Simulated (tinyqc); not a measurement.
All-pass ring resonator: line shape, cold and heated.

A ring of length L = 2 pi Rr coupled to one bus waveguide: round-trip amplitude a = 10^(-al L/20), self-coupling t = sqrt(1 - k2). At detuning d from the resonance the round-trip phase is p = 2 pi d/FSR and the transmission T = (a^2 - 2 a t cos p + t^2)/(1 - 2 a t cos p + a^2 t^2). Lossless coupler, linear absorption only.

FSR = lam^2/(ng L). The lost power (1 - T) Pin heats the ring by Rt fa (1 - T) Pin and shifts the resonance to longer wavelength by s = (lam dT/ng) times that rise; d = dl - s. The hot columns give T for the smallest and the largest self-consistent shift.

Inputs (values chosen for the exercise); values close to those of silicon nitride waveguides:
- lam = 1550 nm (cold resonance wavelength)
- Rr = 50 um (ring radius)
- ng = 1.99 (group index)
- al = 0.43 dB/cm (propagation loss)
- k2 = 0.0088 (power coupling)
- dT = 2.7e-5 1/K (thermo-optic change of the effective index)
- Rt = 5.5 K/mW (thermal resistance)
- fa = 0.77 (share of the loss that heats the ring)
- Pin = 0.053 mW (input power)

Results:
```
dl (pm)  T, cold  roots  smallest s (pm)  T there  largest s (pm)  T there
-11      0.92345      1          0.34191  0.92757         0.34191   0.92757
-2.9     0.52743      1           1.4886  0.68464          1.4886   0.68464
0        0.22981      1           2.4856  0.47343          2.4856   0.47343
2.2      0.43470      1           3.3222  0.29619          3.3222   0.29619
4.4      0.68561      1           3.3661  0.28690          3.3661   0.28690
6.6      0.81929      1           1.1186  0.76302          1.1186   0.76302
9.5      0.90073      1          0.51612  0.89066         0.51612   0.89066
13       0.94360      1          0.27707  0.94130         0.27707   0.94130
18       0.96951      1          0.14619  0.96903         0.14619   0.96903
```

Estimate the missing row, dl = -5.8 pm.

Computed row:
```
dl (pm)  T, cold  roots  smallest s (pm)  T there  largest s (pm)  T there
-5.8     0.78114      1          0.84431  0.82113         0.84431   0.82113
```

With this row back in the table: The cold line has FWHM = 7.31 pm and its dip at dl = 0; heated, the deepest listed dip lies at dl = 4.4 pm, and the largest possible shift is 3.64 pm, 0.50 FWHM. No listed row is bistable.

Computed by the program tinyqc: `OMP_NUM_THREADS=1 python tinyqc.py 2650042 2650043 out.jsonl`, one thread of a shared Intel Xeon 2.30GHz, about 0.01 s for the whole run.
